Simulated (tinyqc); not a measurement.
## Effect of the position of a charge sheet

One sheet of -2.8e12 cm^-2 lies at the depth x from the gate; it shifts Vfb by -(q/eps0) Q s, with s = x/e2 in layer 2 and t2/e2 + (x - t2)/e1 in layer 1, and it induces the share s/(t1/e1 + t2/e2) of its image in the semiconductor.

Inputs (values chosen for the exercise):
- t1 = 0.7 nm (thickness of layer 1, next to the semiconductor)
- e1 = 4.01 (relative permittivity of layer 1)
- t2 = 2.2 nm (thickness of layer 2, next to the gate)
- e2 = 25.6 (relative permittivity of layer 2)

Constants: q = 1.602176634e-19 C, eps0 = 8.8541878128e-14 F/cm where lengths are in cm. Results are converted to the units shown.

Effect of the position of a charge sheet:
```
x (nm)	shift (mV)	image in the semiconductor (%)
0	0	0
0.36	7.125	5.398
0.73	14.45	10.95
1.09	21.57	16.34
1.45	28.70	21.74
1.81	35.82	27.14
2.18	43.15	32.69
2.54	86.50	65.54
2.9	132.0	100.0
```

Read the table: what changes, and by how much?

The shift grows from 0 at the gate to 132 mV at the semiconductor, by 19.8 mV/nm in layer 2 and 126 mV/nm in layer 1, the ratio of the permittivities. A sheet between the layers has 33.0 % of its full effect.

Program tinyqc, `OMP_NUM_THREADS=1 python tinyqc.py 2010020 2010021 out.jsonl`; Intel Xeon 2.30GHz, shared host, one thread, about 0.01 s.
